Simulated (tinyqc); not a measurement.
Sputter depth profiling of a dopant layer: erosion rate, quantification and the mixing-roughness response. Changing the roughness sigma. Computed by tinyqc, a small Python program. Command: `OMP_NUM_THREADS=1 python tinyqc.py 3022022 3022023 out.jsonl sims sweep`. One thread of a shared host (Intel(R) Xeon(R) Processor @ 2.30GHz), about 0.04 s of CPU time with the checks.

A rastered ion beam erodes silicon (49.94 atoms per nm^3). The measured profile is the true one convolved with a depth response.

Inputs (values chosen for the exercise, modelled on a dopant in silicon under an oxygen or caesium beam):

| quantity | value | unit |
|---|---|---|
| beam energy E | 3.7 | keV |
| beam current | 39 | nA |
| raster side | 200 | um |
| sputter yield at 1 keV | 0.69 | - |
| mixing length at 1 keV | 1.5 | nm |
| depth of the layer z0 | 58 | nm |
| sheet density Q | 3.3e+13 | 1/cm^2 |
| relative sensitivity factor RSF | 1.5e+21 | 1/cm^3 |
| matrix count rate | 3.4e+06 | 1/s |
| background count rate | 1.1 | 1/s |
| counting time per point | 0.5 | s |
| level that defines the junction C_B | 2e+16 | 1/cm^3 |

True profile: delta layer.

Constants: e = 1.602176634e-19 C.

Method:
- Scaling chosen for the exercise: yield Y = Y1 E^0.5, mixing length w = w1 E^0.5 (E in keV).
- Erosion rate = Y I/(e x raster^2 x density); depth step = rate x counting time; concentration = RSF x counts/matrix counts; detection limit = RSF x 3 sqrt(background x time)/(matrix rate x time).
- Mixing alone turns a layer at z0 into (1/w) exp(-(z - z0 + w)/w) for z > z0 - w; roughness adds a Gaussian of width sigma. With x = z - z0 + w: g(x) = (1/(2w)) exp(sigma^2/(2 w^2) - x/w) erfc((sigma/w - x/sigma)/sqrt2), and its integral G(x) = (1/2) erfc(-x/(sigma sqrt2)) - w g(x). Measured: Q g(x), 1 nm = 1e-7 cm.
- Find the maximum, the full width at half maximum and the deep point where the profile falls to C_B; far down, the trailing edge decays by w ln(10) per decade.
- Convolution adds means and variances: the response has mean 0 (shift -w plus exponential mean w) and variance w^2 + sigma^2; a delta layer adds none.

One run for each value:

| roughness sigma (nm) | full width at half maximum (nm) | peak concentration (1/cm^3) | maximum minus centroid (nm) | apparent junction depth (nm) |
|---|---|---|---|---|
| 0.15 | 2.39 | 1.006e+20 | -2.573 | 80.08 |
| 0.24 | 2.59 | 9.460e+19 | -2.435 | 80.09 |
| 0.38 | 2.90 | 8.685e+19 | -2.253 | 80.10 |
| 0.61 | 3.39 | 7.681e+19 | -2.008 | 80.14 |
| 0.98 | 4.17 | 6.490e+19 | -1.703 | 80.24 |
| 1.60 | 5.52 | 5.149e+19 | -1.336 | 80.52 |
| 2.50 | 7.49 | 3.943e+19 | -0.984 | 81.16 |
| 4.00 | 10.81 | 2.810e+19 | -0.637 | 82.85 |

What does the table show, and why?

Over the rows, full width at half maximum (nm) rises from 2.39 to 10.8 (exponent d ln y / d ln x 0.17 between the first rows and 0.78 between the last); peak concentration (1/cm^3) falls from 1.01e20 to 2.81e19 (exponent d ln y / d ln x -0.13 between the first rows and -0.72 between the last); maximum minus centroid (nm) rises from -2.57 to -0.637 (exponent d ln y / d ln x -0.12 between the first rows and -0.92 between the last). Roughness broadens both edges and makes the response more symmetric; far down the tail the slope stays w ln(10).

Extremes, crossings and ranges named in words are read from the listed rows.
